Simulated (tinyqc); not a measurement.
k.p theory built from an empirical-pseudopotential calculation at Gamma, step by step. Values are carried at full precision from step to step, so a last printed digit may differ when a step is redone from the rounded ones.

Empirical pseudopotential on the fcc lattice, atoms at +/- tau, tau = a (1,1,1)/8, no spin-orbit coupling. H(G,G') = c (2 pi/a)^2 |k + G|^2 delta + VS(q) cos(q.tau) + i VA(q) sin(q.tau), q = G - G', c = hbar^2/2m0; k and G in units of 2 pi/a; VS at |q|^2 = 3, 8, 11 and VA at 3, 4, 11, in rydberg, zero elsewhere. The basis is fixed: all 89 G with |G|^2 up to Gcut. Energies are counted from the fourth level at Gamma.

Constants: hbar^2/2m0 = 3.80998211 eV angstrom^2; Ry = 13.60569312 eV.

Inputs chosen for the exercise (near those of GaAs; shifted at random, so the results belong to these values and not to a real crystal): a = 5.65 angstrom (lattice constant); VS = (-0.224, 0.009, 0.058) Ry (symmetric form factors); VA = (0.068, 0.049, 0.01) Ry (antisymmetric form factors); Gcut = 19 (2 pi/a)^2 (largest |G|^2 of the fixed basis).

## Levels at Gamma

Diagonalise H at k = 0 and group equal levels.

Multiplets at Gamma:

| multiplet | degeneracy | E (eV) |
|---|---|---|
| 1 | 1 | -12.2860 |
| 2 | 3 | 0.0000 |
| 3 | 1 | 1.2675 |
| 4 | 3 | 4.2939 |
| 5 | 1 | 7.7265 |
| 6 | 2 | 8.5365 |
| 7 | 3 | 12.4685 |
| 8 | 1 | 13.8461 |
| 9 | 3 | 26.7343 |

The lowest empty multiplet is a singlet at 1.267 eV; the lowest empty singlet (s-like) is multiplet 3.

## Mass of the s-like conduction level (multiplet 3)

For a multiplet A of d_A states, W(B) = (4 c/(3 d_A)) sum over n in A, m in B and i = x, y, z of |<n|G_i|m>|^2 (G in 1/angstrom, <n|G_i|m> = sum_G c_n(G)* G_i c_m(G)); the mean inverse mass of A is 1 + sum_B W(B)/(E_A - E_B). Multiplets with W = 0 are left out.

List the couplings (the first eight at most); W to the valence triplet is the Kane energy Ep.

Couplings:

| multiplet B | degeneracy | E_B (eV) | W (eV) | W/(E_A - E_B) |
|---|---|---|---|---|
| 2 | 3 | 0.0000 | 18.2992 | 14.4374 |
| 4 | 3 | 4.2939 | 0.0043 | -0.0014 |
| 7 | 3 | 12.4685 | 0.2137 | -0.0191 |
| 10 | 3 | 27.2686 | 0.3590 | -0.0138 |
| 12 | 3 | 27.8852 | 0.2031 | -0.0076 |
| 15 | 3 | 40.9788 | 0.0247 | -0.0006 |
| 16 | 3 | 41.8801 | 0.0000 | 0.0000 |
| 19 | 3 | 42.5529 | 0.0080 | -0.0002 |

sum over the higher multiplets = -0.0014
1/m = 15.3932

Ep = 18.30 eV. The valence triplet gives 14.44, all other levels together -0.04; m = 0.0650, against 0.0648 for two levels alone.

## Valence parameters

Fold all other levels onto the valence triplet: D(u) = c + 4 c^2 sum_m <n|u.G|m><m|u.G|n'>/(0 - E_m), in units of c. Along [100] its eigenvalues are L (once) and M (twice); along [111] (L + 2M + 2N)/3 (once) and (L + 2M - N)/3 (twice). Then g1 = -(L + 2M)/3, g2 = -(L - M)/6, g3 = -N/6.

eigenvalues along [100]: -14.944  -2.314  -2.314

eigenvalues along [111]: -17.651  -0.960  -0.960

L, M, N: -14.944  -2.314  -16.691

g1, g2, g3: 6.524  2.105  2.782

With spin-orbit coupling added at fixed g1, g2, g3 and large against the hole energy these give heavy and light masses along [100] of 0.432 and 0.093. The s-like level alone adds Ep/(3E) = 4.81 to g1. Local form factors fix Ep and the gap only roughly, so these values can lie far from measured ones.

## Checks

- 1/m of the s-like level from the sum against the curvature of the band: both 15.39.
- L and M against the curvatures along [100]: largest relative difference 2.3e-06.

Program tinyqc; command `OMP_NUM_THREADS=1 python tinyqc.py 1080688 1080689 out.jsonl`; about 0.6 s on one thread of a shared Intel(R) Xeon(R) Processor @ 2.30GHz.
